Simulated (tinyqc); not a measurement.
Choice of the trial bonds: Wannier functions of a composite (isolated) pair of valence bands (bonds of an sp chain).

Each atom has a hybrid pointing left (<) and right (>). H(k): diagonal +V3 on A, -V3 on B; <A<|A>> = -V1a, <B<|B>> = -V1b, <A>|B<> = -V2, <B>|A<> = -V2p exp(ik); k in 1/a, Bloch sums with exp(ikR). The two lowest bands are filled. Trial functions in cell 0: g1 = cos(c) A> + sin(c) B<, and g2 = sin(c) B> + cos(c) A< of cell 1, whose Bloch vector has cos(c) exp(-ik) on A<. Projection A_mn = <psi_m|g_n>, S = A^+ A, Loewdin U = A S^(-1/2), Bloch-like states w_n = sum_m psi_m U_mn, H_W(k) = U^+ diag(E) U. P = sum_m |psi_m><psi_m| is free of phase choices, and S = g^+ P g, w = P g S^(-1/2).

Values chosen for the exercise: V2 = 2.78 eV (coupling in the bond A-B inside the cell); V2p = 4.48 eV (coupling in the bond to the next cell); V1a = 1.03 eV (coupling of the two hybrids on A); V1b = 1.09 eV (the same on B); V3 = 0 eV (A at +V3, B at -V3); xb = 0.57 a (position of B (A at 0)).

N = 12; centres and spreads in real space with point-like hybrids at R and R + xb; smallest eigenvalue of S over the mesh.

Trial angle:
```
c (deg)  smallest S  centre 1 (a)  centre 2 (a)  sum of centres  total spread (a^2)  H_12(R = 0), mean over k (eV)
15            0.619        0.2853        0.7847          1.0700              0.1336                        -0.5455
30            0.846        0.2853        0.7847          1.0700              0.1334                        -0.5421
45            0.978        0.2853        0.7847          1.0700              0.1334                        -0.5391
55            0.903        0.2853        0.7847          1.0700              0.1334                        -0.5371
65            0.778        0.2853        0.7847          1.0700              0.1335                        -0.5349
75            0.619        0.2853        0.7847          1.0700              0.1336                        -0.5324
85            0.445        0.2853        0.7847          1.0700              0.1338                        -0.5292
```

What does the comparison show, and why?

The sum of the centres stays at 1.0700 a within 0.0000: it gives the electronic polarisation, modulo a, and is fixed by the filled space. Single centres move by less than 0.0001 a here and H_12(0), a matter of gauge, moves by 16 meV. The total spread runs only from 0.1334 to 0.1338 a^2, so the orthogonalisation repairs even poor trials; the projection is best at c = 45 degrees among these rows, and the two bonds, isolated, have c = 45 and 45.

Program tinyqc; command `OMP_NUM_THREADS=1 python tinyqc.py 1481902 1481903 out.jsonl`; about 0.2 s on one thread of a shared Intel(R) Xeon(R) Processor @ 2.30GHz.
